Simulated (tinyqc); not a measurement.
Raman line shape of confined optical phonons and breathing modes of small crystals: one step, computed by the program tinyqc.

Confinement in 3 direction(s) lets phonons with q away from zero scatter light. q is in units of 2 pi/a, from 0 to 1, and the branch is isotropic: omega(q)^2 = (omega_0^2 + omega_X^2)/2 + ((omega_0^2 - omega_X^2)/2) cos(pi q). The model and its constant beta are phenomenological; beta = 8 is the common choice.

Problem. Range of wave vectors. Weight W(q) = q^2 exp(-(2 L q/a)^2/(2 beta)) dq, that is exp(-k^2 L^2/(2 beta pi^2)) for k = 2 pi q/a. Width q_c = a sqrt(2 beta)/(2 L), where the exponential falls to 1/e; curvature of the branch: omega(q) = omega_0 - c q^2, c = pi^2 (omega_0^2 - omega_X^2)/(8 omega_0); for small q_c the mean of q^2 is (number of confined directions) q_c^2/2, and the mean shift is -c times that.

Inputs (values chosen for the exercise, modelled on silicon): bulk frequency omega_0 = 520.9 1/cm; frequency at the zone boundary omega_X = 428 1/cm; lattice constant a = 5.431 angstrom; size L = 5.9 nm; confinement constant beta = 4.

Shape: sphere.

Give: q_c; curvature c; mean shift, quadratic estimate; omega(q_c) - omega_0.

Solution.

q_c = 0.13018 2 pi/a

curvature c = 208.78 1/cm

mean shift, quadratic estimate = -5.3072 1/cm

omega(q_c) - omega_0 = -3.5009 1/cm
